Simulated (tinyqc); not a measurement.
## Barrier and mass from two Fowler-Nordheim currents

Inverse problem. Fowler-Nordheim tunnelling through a dielectric follows J = A F^2 exp(-B/F), A = q^2 me/(16 pi^2 hbar m1 phi1) (A/V^2 with phi1 in volts), B = (4/3) sqrt(m1/C) phi1^1.5 (V/nm), C = hbar^2/(2 m0). Find B, A, phi1 and m1.

Parameters, values chosen for the exercise:
- me = 0.34 m0 (emitter mass in the supply function)

Constants: q = 1.602176634e-19 C, hbar = 1.054571817e-34 J s, m0 = 9.1093837015e-31 kg, hbar^2/(2 m0) = 0.0380998212 eV nm^2. Results are converted to the units shown.

J at F = 0.63 and 1.49 V/nm (A/cm^2): 2.3486431e-6  376.59797

Answer. The slope of ln(J/F^2) against 1/F is -B and the intercept gives A. A fixes the product m1 phi1, and B = (4/3) phi1 sqrt(m1 phi1/C) then gives phi1.

B = 18.74 V/nm
A = 4.926e-7 A/V^2
phi1 = 2.660 eV
m1 = 0.4000 m0

Program tinyqc, `OMP_NUM_THREADS=1 python tinyqc.py 2540086 2540087 out.jsonl`; Intel Xeon 2.30GHz, shared host, one thread, about 0.02 s.
